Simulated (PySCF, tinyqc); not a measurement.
Worked calculation: RHF in the sto-6g basis, for Li-, spin multiplicity 1. The basis has no diffuse functions, so it cannot describe the extra electron: this is an exercise in the method, not the real anion. The lowest restricted solution is unstable here: a spin-polarised one lies 0.0049 hartree lower (PySCF). One step of it, computed by the program tinyqc.

Question. Iteration 3: DIIS coefficients. Solve [B -1; -1 0][c; lambda] = [0; -1] for the coefficients, which sum to one.

B (overlaps of the stored error matrices), lower triangle:
```
               1              2              3
1  0.0000000e+00
2  0.0000000e+00  1.0438137e-01
3  0.0000000e+00  1.0438137e-01  1.0438137e-01
```

Give: DIIS coefficients.

Answer.

DIIS coefficients: 1.000  0.000  0.000
